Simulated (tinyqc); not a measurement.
Inside a calculation. Method: Pariser-Parr-Pople SCF with singles CI, for the molecule C=Cc1ccccc1 (SMILES; centres numbered as the heavy atoms are written). One step of it, computed by the program tinyqc.

Problem. Iteration 2: Fock matrix. F_rr = H_rr + P_rr gamma_rr / 2 + sum_(s != r) P_ss gamma_rs; F_rs = H_rs - P_rs gamma_rs / 2; E = tr P (H + F) / 2 + core repulsion sum_(r<s) z_r z_s gamma_rs.

P after iteration 1, lower triangle:
```
,1C,2C,3C,4C,5C,6C,7C,8C
1C,1.000000
2C,0.930248,1.000000
3C,0.000000,0.363439,1.000000
4C,-0.223470,0.000000,0.620119,1.000000
5C,0.000000,-0.040346,0.000000,0.678162,1.000000
6C,0.172159,0.000000,-0.312145,0.000000,0.659363,1.000000
7C,0.000000,-0.030368,0.000000,-0.324976,0.000000,0.661942,1.000000
8C,-0.234649,0.000000,0.621232,0.000000,-0.322039,0.000000,0.674760,1.000000
```

core matrix H (eV), lower triangle:
```
,1C,2C,3C,4C,5C,6C,7C,8C
1C,-41.203506
2C,-2.390000,-47.362612
3C,0.000000,-2.390000,-54.210122
4C,0.000000,0.000000,-2.390000,-50.329386
5C,0.000000,0.000000,0.000000,-2.390000,-47.957686
6C,0.000000,0.000000,0.000000,0.000000,-2.390000,-47.459157
7C,0.000000,0.000000,0.000000,0.000000,0.000000,-2.390000,-48.361310
8C,0.000000,0.000000,-2.390000,0.000000,0.000000,0.000000,-2.390000,-51.322737
```

repulsion gamma_rs (eV), lower triangle:
```
,1C,2C,3C,4C,5C,6C,7C,8C
1C,11.130000
2C,7.554442,11.130000
3C,5.239560,7.553010,11.130000
4C,3.670975,5.240060,7.556581,11.130000
5C,2.869206,3.670163,5.240060,7.553010,11.130000
6C,2.763701,3.276624,4.668999,5.239840,7.555992,11.130000
7C,3.276624,3.669614,5.238699,4.668753,5.240168,7.554442,11.130000
8C,4.668999,5.238699,7.553212,5.240168,4.669089,5.239560,7.553010,11.130000
```

Centres (angstrom, eV; a flat drawing with bonds scaled to 1.40 angstrom):
```
centre,x,y,core charge z,W,gamma_rr
1C,-2.879000,0.438000,1,11.160000,11.130000
2C,-1.930000,-0.591000,1,11.160000,11.130000
3C,-0.564000,-0.283000,1,11.160000,11.130000
4C,0.385000,-1.311000,1,11.160000,11.130000
5C,1.751000,-1.003000,1,11.160000,11.130000
6C,2.167000,0.333000,1,11.160000,11.130000
7C,1.218000,1.362000,1,11.160000,11.130000
8C,-0.148000,1.054000,1,11.160000,11.130000
```

Give: F; pi energy.

Solution.

F (eV), lower triangle:
```
,1C,2C,3C,4C,5C,6C,7C,8C
1C,-5.5950
2C,-5.9038,-5.5950
3C,0.0000,-3.7625,-5.5950
4C,0.4102,0.0000,-4.7330,-5.5950
5C,0.0000,0.0740,0.0000,-4.9511,-5.5950
6C,-0.2379,0.0000,0.7287,0.0000,-4.8811,-5.5950
7C,0.0000,0.0557,0.0000,0.7586,0.0000,-4.8903,-5.5950
8C,0.5478,0.0000,-4.7361,0.0000,0.7518,0.0000,-4.9382,-5.5950
```

pi energy = -106.3340 eV
